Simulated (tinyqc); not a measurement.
Width of the inclusion: polytypes by hexagonality, and a cubic inclusion as a quantum well.

Gap: E3 + (E2 - E3) h. Valence top Ev2 h and polarisation P2 h, both counted from 3C; Ec = Ev + gap.

A cubic inclusion of width L = N d in the host (h = 1) is a well of depth V = Ec(host) - Ec(3C). Square well with mass mismatch: k tan(k L/2) = (m_w/m_b) q, k = sqrt(m_w E/c), q = sqrt(m_b (V - E)/c), c = hbar^2/2m0, lowest root. The depth of the level, V - E, is its binding, and the transition to the valence top of the host is gap(host) - (V - E). The step in polarisation gives a field |F| = |P|/(eps eps0) in a thin inclusion, eps0 = 8.8541878e-12 F/m.

Constants: hbar^2/2m0 = 3.80998211 eV angstrom^2.

Inputs chosen for the exercise (of the order of those of InAs; not measured data): E3 = 0.412 eV (gap of the cubic polytype); E2 = 0.457 eV (gap of 2H); Ev2 = 0.053 eV (valence top of 2H above that of 3C); P2 = 0.0021 C/m^2 (spontaneous polarisation of 2H); m = (0.027, 0.028) m0 (electron mass along c in the cubic layer and in the host); d = 3.494 angstrom (thickness of a double layer); eps = 14.6 (dielectric constant).

Without the field: square well. With it, the potential inside is |F| (z - L/2), the host conduction edge lies at V - |F| L/2 on one side and V + |F| L/2 on the other, and the lowest level E_F is found by finite differences (step 0.25 angstrom, wide box, good to about 1 meV). Holes sit in the host on the high side, so the transition is gap(host) - V + E_F - |F| L/2. A dash: bound by less than 2 meV or not at all.

Results:

| N | L (angstrom) | depth (eV) | transition (eV) | depth below the low side, with field (eV) | transition with field (eV) |
|---|---|---|---|---|---|
| 2 | 6.99 | 0.001 | 0.456 | - | - |
| 4 | 13.98 | 0.003 | 0.454 | - | - |
| 6 | 20.96 | 0.007 | 0.450 | - | - |
| 10 | 34.94 | 0.017 | 0.440 | - | - |
| 15 | 52.41 | 0.030 | 0.427 | 0.002 | 0.369 |
| 20 | 69.88 | 0.041 | 0.416 | 0.004 | 0.339 |
| 30 | 104.82 | 0.059 | 0.398 | 0.006 | 0.281 |

How do the results move, and what explains it?

The square well binds a level even at N = 2 (1 meV), as any symmetric one-dimensional well does; the depth grows to 59 of 98 meV, and the transition tends to E3 - Ev(host) = 0.359 eV. With the field the level is bound by 2 meV or more for N = 15, 20 and 30, and the transition is lowered by 58 meV at N = 15 and 118 meV at N = 30, where |F| L/2 = 85 meV. Free carriers or surface charge screen the field and the step between the two sides; with the field removed every row returns to its square-well depth, and the attraction to the hole, left out here, binds the electron further.

(tinyqc, `OMP_NUM_THREADS=1 python tinyqc.py 1880268 1880269 out.jsonl`, Intel(R) Xeon(R) Processor @ 2.30GHz, 1 thread, shared host, about 0.1 s.)
